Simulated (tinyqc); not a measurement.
Thermoelectric coefficients of a parabolic band, Landauer integrals: two steps of the calculation.

Bulk parabolic band, x = (E - Ec)/kB T, C = hbar^2/(2 m0), kB T in eV. Modes per area gv m kB T x/(4 pi C) times the back-scattering length l0 x^rr give the transport function s0 X(x), s0 = (2 q^2/h) gv m kB T l0/(4 pi C), X = x^(1 + rr). I_k = int X (x - eta)^k w dx, w = 1/(4 cosh^2((x - eta)/2)).

Parameters, values chosen for the exercise: temperature T = 700 K; mass of one valley m = 0.3 m0; valleys gv = 6; back-scattering length at x = 1 l0 = 0.57 nm; energy exponent of that length rr = 1; reduced Fermi level (EF - Ec)/kB T eta = -0.9; lower end of the grid xa = 0; upper end of the grid xe = 12; points of the grid nE = 17.

Constants: q = 1.602176634e-19 C, kB = 1.380649e-23 J/K, hbar = 1.054571817e-34 J s, h = 6.62607015e-34 J s, m0 = 9.1093837015e-31 kg, Vt = kB T/q, hbar^2/(2 m0) = 0.0380998212 eV nm^2. Results are converted to the units shown.

Problem 1. The three integrals on a coarse grid. Simpson's rule on nE equally spaced points from xa to xe.

Find: x; X; w; X w; I_0, I_1, I_2 on this grid.

Solution 1.

```
point	x	X	w	X w
0	0.00	0	0.2055	0
1	0.75	0.5625	0.1352	0.07602
2	1.50	2.250	0.07625	0.1716
3	2.25	5.062	0.03940	0.1995
4	3.00	9.000	0.01945	0.1750
5	3.75	14.06	0.009381	0.1319
6	4.50	20.25	0.004476	0.09064
7	5.25	27.56	0.002124	0.05855
8	6.00	36.00	0.001006	0.03621
9	6.75	45.56	4.756e-4	0.02167
10	7.50	56.25	2.248e-4	0.01264
11	8.25	68.06	1.062e-4	0.007228
12	9.00	81.00	5.017e-5	0.004064
13	9.75	95.06	2.370e-5	0.002253
14	10.50	110.2	1.120e-5	0.001234
15	11.25	126.6	5.288e-6	6.693e-4
16	12.00	144.0	2.498e-6	3.597e-4
```

I_0, I_1, I_2 on this grid: 0.7436  2.990  14.23

Problem 2. Coefficients of the electrons. sigma = s0 I_0, S = -(kB/q) I_1/I_0, Lorenz number L = (kB/q)^2 [I_2/I_0 - (I_1/I_0)^2], kappa_e = L sigma T.

converged I_0, I_1, I_2: 0.74270403  2.9966835  14.319872

Wanted: s0; sigma; S; L; kappa_e.

Solution 2.

s0 = 100.16 S/cm
sigma = 74.387 S/cm
S = -347.69 uV/K
L = 2.2284 x 1e-8 V^2/K^2
kappa_e = 0.11603 W/(m K)

L is 8.8 % below the Sommerfeld value (pi^2/3)(kB/q)^2 = 2.443e-8 V^2/K^2.

Range of the model: Parabolic bands, elastic scattering and a fixed kL make these model figures, not those of a material.

Computed by the program tinyqc: `OMP_NUM_THREADS=1 python tinyqc.py 2800110 2800111 out.jsonl`, one thread of a shared Intel Xeon 2.30GHz, about 0.1 s for the whole run.
